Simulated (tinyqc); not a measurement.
On-chip interconnect, size-dependent resistivity and RC delay: one step of the calculation.

A rectangular line between two neighbours and two ground planes. Surface and grain-boundary scattering are added to the bulk resistivity as corrections; capacitances are parallel-plate values without fringing; inductance is ignored.

Question. Node voltages after a time step. A 1 V step is applied behind Rd at t = 0. C dv/dt = -G v + b, with G the conductance matrix of the ladder (1/Rs between neighbours, 1/Rd added at node 0) and b = (1 V/Rd, 0, ...). Trapezoidal step: (C/dt + G/2) v(new) = (C/dt - G/2) v + b.

Values chosen for this exercise: driver resistance Rd = 2200 ohm; time step dt = 8.5 ps.

Rs = 733.83484 ohm

```
node      C (fF)  v at t = 0 (V)
0     0.34721065               0
1     0.69442130               0
2     0.69442130               0
3     0.69442130               0
4     0.69442130               0
5     0.69442130               0
6     0.69442130               0
7     0.51721065               0
```

Give: v at t = 1 dt.

Answer.

v at t = 1 dt, node 0 to 7 (V): 0.98072  0.69952  0.50220  0.36509  0.27176  0.21101  0.17557  0.16117

Numbers from tinyqc (`OMP_NUM_THREADS=1 python tinyqc.py 2100090 2100091 out.jsonl`; about 0.01 s on one thread of a shared Intel Xeon 2.30GHz).
